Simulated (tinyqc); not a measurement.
A particle near a wafer in liquid: double-layer and van der Waals forces (DLVO), deposition barrier and removal. From barrier height back to Hamaker constant A. Computed by tinyqc, a small Python program. Command: `OMP_NUM_THREADS=1 python tinyqc.py 3113213 3113214 out.jsonl dlvo inv`. One thread of a shared host (Intel(R) Xeon(R) Processor @ 2.30GHz), about 0.01 s of CPU time with the checks.

Sphere and flat wall, Derjaguin approximation, constant potentials in the linear-superposition form, no retardation and no hydration force.

Inputs (values chosen for the exercise, of the order of those for silica on silicon in water): particle radius R = 120 nm; potential of the particle psi_1 = -15 mV; potential of the wafer psi_2 = -68 mV; salt concentration c = 0.0061 mol/L; valence z of the symmetric salt = 1; temperature T = 298 K; dielectric constant of the liquid = 78.4.

Constants: e = 1.602176634e-19 C; N_A = 6.02214076e+23 1/mol; eps_0 = 8.8541878128e-12 F/m; k_B = 1.380649e-23 J/K; k_B = 8.617333262e-05 eV/K.

Method:
- kappa^2 = 2 z^2 e^2 N_A (1000 c)/(eps eps_0 k_B T); gamma_i = tanh(z e psi_i/(4 k_B T)); Z = 64 pi eps eps_0 (k_B T/(z e))^2 gamma_1 gamma_2.
- U(h) = Z R exp(-kappa h) - A R/(6 h); F(h) = -dU/dh = kappa Z R exp(-kappa h) - A R/(6 h^2), positive for repulsion.
- F = 0 reads x^2 exp(-x) = y with x = kappa h and y = A kappa/(6 Z); the left side peaks at x = 2 with 4/e^2 = 0.5413, so roots exist for smaller y: x < 2 is the barrier, x > 2 the secondary minimum.

Question. A run gave the result below. Find the Hamaker constant A, known to lie between 8.1e-21 and 1.9e-20 J.

barrier height = 119.6081 k_B T

Answer.

Each step takes the trial c = (a f_b - b f_a)/(f_b - f_a), f being the result less the target and a, b, c the logarithms of the listed values; c replaces end b, the old b replaces a if the sign of f changed, and otherwise f_a is halved.

Scan of the range:
```
Hamaker constant A (J)  barrier height (k_B T)
8.10e-21                               135.341
9.34e-21                               129.111
1.08e-20                               122.358
1.24e-20                               115.543
1.43e-20                               108.093
1.65e-20                               100.176
1.90e-20                                91.926
```

False position (Illinois rule, in the logarithm of the input) inside the bracket:
```
step        end a        end b        trial  barrier height (k_B T)
1     1.08000e-20  1.24000e-20  1.14191e-20                 119.655
2     1.24000e-20  1.14191e-20  1.14298e-20                 119.609
3     1.24000e-20  1.14298e-20  1.14302e-20                 119.607
4     1.14298e-20  1.14302e-20  1.14300e-20                 119.608
```

Barrier height falls at every point of a 13-point scan of the range (every second point is shown), so one value fits; it is bracketed by 1.08e-20 and 1.24e-20. Answer: Hamaker constant A = 1.143e-20 J.
